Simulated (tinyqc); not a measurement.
# Crystallisation kinetics and data retention of a phase-change cell: retention against temperature

Johnson-Mehl-Avrami-Kolmogorov law X = 1 - exp(-y^n), y = integral of k dt, k = (1/100 s) exp[-(Ec q/kB)(1/T - 1/T1)].

At fixed T the state fails at t = (-ln(1 - Xf))^(1/n)/k; ten years are 3.15576e8 s.

Values chosen for this exercise; values of the order of Ge-Sb-Te and related chalcogenides:
- Ec = 2.77 eV (activation energy of crystallisation)
- T1 = 438 K (temperature at which the rate k is 1/(100 s))
- n = 3 (Avrami exponent)
- Xf = 0.2 (crystalline share at which the state is lost)

Constants: q = 1.602176634e-19 C, kB = 1.380649e-23 J/K. Results are converted to the units shown.

Result of one run:
```
T (K)	k (1/s)	time to fail (s)
458	0.2465	2.461
```

What becomes of these results when the storage temperature T is changed from 458 to 443 K, all else the same?

Result of the changed run:
```
T (K)	k (1/s)	time to fail (s)
443	0.02289	26.49
```

The whole series:
```
T (K)	k (1/s)	time to fail (s)
337	2.803e-12	2.164e11
352	1.633e-10	3.715e9
367	6.822e-9	8.891e7
382	2.126e-7	2.853e6
397	5.109e-6	1.187e5
413	1.177e-4	5155
428	0.001800	336.9
443	0.02289	26.49
458	0.2465	2.461
```

The time to fail falls from 2.16e11 to 2.46 s, a decade every 8.50 K at the cold end; ten years need T below 361.8 K.

Range of the model: One Arrhenius rate is assumed; incubation, growth from the boundary and the non-Arrhenius kinetics of the supercooled liquid are left out.

Computed by the program tinyqc: `OMP_NUM_THREADS=1 python tinyqc.py 2490004 2490005 out.jsonl`, one thread of a shared Intel Xeon 2.30GHz, about 0.03 s for the whole run.
